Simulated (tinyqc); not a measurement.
## Trap density from two Hall measurements

Problem. p-type body, charge-sheet picture, full ionisation (an idealisation for deep acceptors), Boltzmann statistics for free electrons. e = Ec - EF at the surface. psi = Eg - Vt ln(Nv/Na) - e; N_dep = sqrt(2 eps0 eps_r Na (psi - Vt)/q); n_f = sqrt(N_dep^2 + 2 eps0 eps_r Vt Nc exp(-e/Vt)/q) - N_dep; Vg = Vfb + psi + q (N_dep + n_t + n_f)/Cox, Cox = eps0 eox/tox. Find e and n_t at both points and the mean trap density between them.

Inputs (values chosen for the exercise); band and dielectric values close to those of 4H silicon carbide: temperature T = 250 K; band gap Eg = 3.23 eV; relative permittivity eps_r = 9.61; conduction-band density of states at T Nc = 1.3e19 cm^-3; valence-band density of states at T Nv = 1.9e19 cm^-3; relative permittivity of the insulator eox = 3.9; insulator thickness tox = 51 nm; acceptor density Na = 8.9e16 cm^-3; flat-band voltage without trapped charge Vfb = -2.2 V.

Constants: q = 1.602176634e-19 C, kB = 1.380649e-23 J/K, Vt = kB T/q, eps0 = 8.8541878128e-14 F/cm where lengths are in cm. Results are converted to the units shown.

Vg (V): [5.1094089, 6.5124584]
free sheet density from the Hall effect (cm^-2): [1.2215085e9, 2.3347893e11]

Answer. Each n_f fixes e; what the gate voltage holds beyond psi, N_dep and n_f is trapped; the difference quotient is the density, smeared over a few Vt.

e (eV): [0.142, 0.0270]
n_t (cm^-2): [1.61e11, 4.41e11]
mean trap density = 2.43e12 cm^-2 eV^-1

Computed by the program tinyqc: `OMP_NUM_THREADS=1 python tinyqc.py 2222172 2222173 out.jsonl`, one thread of a shared Intel Xeon 2.30GHz, about 0.02 s for the whole run.
